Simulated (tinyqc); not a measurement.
# Reverse leakage of an n+-p junction: diffusion, generation, trap-assisted and band-to-band tunnelling: leakage components against the temperature

One-sided abrupt junction in the depletion approximation, x from the junction (0) to W on the p side, field F = F0 (1 - x/W). Flat quasi-Fermi levels, long p side. Traps generate through SRH with both lifetimes shortened by 1 + Gamma (Hurkx enhancement, form for moderate fields); band-to-band generation is local and needs a total bending above Eg.

Nc and Nv are given at 300 K and scale as (T/300 K)^1.5; all else is held fixed. ni = sqrt(Nc Nv) exp(-Eg/(2 Vt)), Eg in volts; Vbi = Vt ln(Na Nd/ni^2); W = sqrt(2 eps0 eps_r (Vbi + VR)/(q Na)); F0 = 2 (Vbi + VR)/W; FG = sqrt(24 mt m0 (kB T)^3)/(q hbar); J_diff = q ni^2 sqrt(Dn/tau)(1 - exp(-VR/Vt))/Na. u = (Vbi + VR)(1 - x/W)^2, p = Na exp(-u/Vt), n = Nd exp((u - Vbi - VR)/Vt); G0 = ni^2 (1 - exp(-VR/Vt))/(tau (n + p + 2 ni cosh(Et/Vt))); Gamma = 2 sqrt(3 pi)(F/FG) exp((F/FG)^2); trap-assisted part G0 Gamma; G_bb = Ab F^2.5 exp(-Bb/F) with F in V/cm, zero unless Vbi + VR > Eg. Currents are q times the integrals over 0 to W; J_bb under 1e-8 of J is printed as 0; rows with F0/FG above 2.2, beyond the range of this Gamma, are left out.

Inputs (values chosen for the exercise); band and dielectric values close to those of silicon: band gap Eg = 1.13 eV; relative permittivity eps_r = 11.6; conduction-band density of states at the reference temperature Nc = 2.8e19 cm^-3; valence-band density of states at the reference temperature Nv = 2.61e19 cm^-3; acceptor density of the lighter side Na = 7.1e16 cm^-3; donor density of the heavier side Nd = 1e19 cm^-3; SRH lifetime of both carriers at zero field tau = 9e-7 s; trap level above the intrinsic level Et = 0 eV; tunnelling mass mt = 0.23 m0; electron diffusion coefficient on the lighter side Dn = 4.5 cm^2/s; band-to-band prefactor Ab = 5.2e14 cm^-0.5 V^-2.5 s^-1; band-to-band field constant Bb = 1.86e7 V/cm; reverse bias VR = 1.8 V.

Constants: q = 1.602176634e-19 C, kB = 1.380649e-23 J/K, hbar = 1.054571817e-34 J s, m0 = 9.1093837015e-31 kg, Vt = kB T/q, eps0 = 8.8541878128e-14 F/cm where lengths are in cm. Results are converted to the units shown.

The same in every row: J_bb (A/cm^2) = 0.

Result of one run:

| F0 (kV/cm) | F0/FG | J_diff (A/cm^2) | J_SRH (A/cm^2) | J_TAT (A/cm^2) | J (A/cm^2) | largest part |
|---|---|---|---|---|---|---|
| 243 | 0.446 | 5.06e-8 | 3.44e-6 | 6.45e-6 | 9.94e-6 | trap-assisted tunnelling |

Which temperature T gave this result: 220, 250, 340, 400 or 430 K?

T = 400 K.

The whole series:

| T (K) | F0 (kV/cm) | F0/FG | J_diff (A/cm^2) | J_SRH (A/cm^2) | J_TAT (A/cm^2) | J (A/cm^2) | largest part |
|---|---|---|---|---|---|---|---|
| 220 | 250 | 1.12 | 1.89e-20 | 1.94e-12 | 1.65e-11 | 1.84e-11 | trap-assisted tunnelling |
| 250 | 249 | 0.924 | 3.54e-17 | 8.51e-11 | 4.76e-10 | 5.61e-10 | trap-assisted tunnelling |
| 280 | 248 | 0.776 | 1.37e-14 | 1.70e-9 | 6.96e-9 | 8.66e-9 | trap-assisted tunnelling |
| 310 | 246 | 0.663 | 1.73e-12 | 1.93e-8 | 6.19e-8 | 8.12e-8 | trap-assisted tunnelling |
| 340 | 245 | 0.575 | 9.55e-11 | 1.45e-7 | 3.80e-7 | 5.25e-7 | trap-assisted tunnelling |
| 370 | 244 | 0.504 | 2.81e-9 | 7.99e-7 | 1.75e-6 | 2.55e-6 | trap-assisted tunnelling |
| 400 | 243 | 0.446 | 5.06e-8 | 3.44e-6 | 6.45e-6 | 9.94e-6 | trap-assisted tunnelling |
| 430 | 241 | 0.398 | 6.19e-7 | 1.22e-5 | 1.99e-5 | 3.27e-5 | trap-assisted tunnelling |

J rises from 1.84e-11 to 3.27e-5 A/cm^2. Trap-assisted tunnelling leads at T = 220 and in all other rows. Activation energies over the table: 1.21 eV for diffusion (Eg = 1.13 eV, raised by the T^3 of ni^2), 0.608 eV for SRH generation (Eg/2 + |Et| = 0.565 eV), 0.544 eV for the trap-assisted part, lower since Gamma grows on cooling; the total shows 0.540 eV at the cold end and 0.589 eV at the hot end.

Range of the model: The n+ side is degenerate, so Vbi from Boltzmann statistics is only a guide.

tinyqc, about 0.01 s, one thread, Intel Xeon 2.30GHz (shared host): `OMP_NUM_THREADS=1 python tinyqc.py 2290073 2290074 out.jsonl`
